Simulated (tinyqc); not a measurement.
# Worked calculation: bandgap voltage reference from two bipolar transistors

Program tinyqc, `OMP_NUM_THREADS=1 python tinyqc.py 2062087 2062088 out.jsonl`; Intel Xeon 2.30GHz, shared host, one thread, about 0.02 s. Printed values are rounded.

Two transistors of area 1 and N carry the same current I. Is(T) = Is (T/T0)^eta exp[(Vg0 q/kB)(1/T0 - 1/T)], VBE1 = Vt ln(I/Is(T)) + I rb, VBE2 = Vt ln(I/(N Is(T))) + I rb/N. The amplifier forces I R1(T) = VBE1 - VBE2 + Vos, with R(T) = R (1 + tc (T - T0)) for both resistors, and the output is Vref = VBE1 + I R2(T). Base currents and the Early effect are neglected.

Inputs (values chosen for the exercise); values of the order met in silicon bipolar transistors:
```
symbol,value,unit,meaning
T0,298,K,reference temperature
Vg0,1.152,V,band-gap voltage extrapolated to 0 K
eta,3.6,,temperature exponent of the saturation current
Is,3.3e-17,A,saturation current of the unit transistor at T0
N,10,,area ratio of the second transistor
R1,6,kohm,"resistor across which the difference of VBE falls, at T0"
tc,0,ppm/K,temperature coefficient of both resistors
Vos,0,mV,offset of the amplifier
rb,0,ohm,series resistance of the unit transistor
R2,52.08,kohm,output resistor at T0
T,253,K,temperature
```

Constants: q = 1.602176634e-19 C, kB = 1.380649e-23 J/K. Results are converted to the units shown.

## Operating point at the reference temperature

Vt = kB T/q; I = (Vt ln N + Vos)/(R1(T) - rb (1 - 1/N)). Evaluate at T = T0.

Vt = 0.0256797 V
I = 9.85493 uA
Is(T) = 3.3e-17 A
VBE1 = 0.678520 V
I R2 = 0.513245 V
Vref = 1.19177 V

## Operating point at another temperature

Vt = kB T/q; I = (Vt ln N + Vos)/(R1(T) - rb (1 - 1/N)).

Vt = 0.0218019 V
I = 8.36677 uA
Is(T) = 6.27016e-21 A
VBE1 = 0.759298 V
I R2 = 0.435741 V
Vref = 1.19504 V

From T0 to T, VBE1 changes by 80.8 mV and I R2 by -77.5 mV, which leaves 3.27 mV in Vref.

## Resistor for zero slope at T0, ideal case

With tc = 0, Vos = 0 and rb = 0 the current is proportional to T, dVBE/dT = (VBE - Vg0 - (eta - 1) Vt)/T, and Vref has zero slope at T0 when Vref = Vg0 + (eta - 1) Vt0. Find VBE1, its slope, that Vref, R2/R1 and the curvature d2Vref/dT2 = -(eta - 1) kB/(q T0).

VBE1 = 0.678520 V
dVBE/dT = -1.81291 mV/K
Vref = 1.21877 V
R2/R1 = 9.13666
curvature = -0.751848 uV/K^2
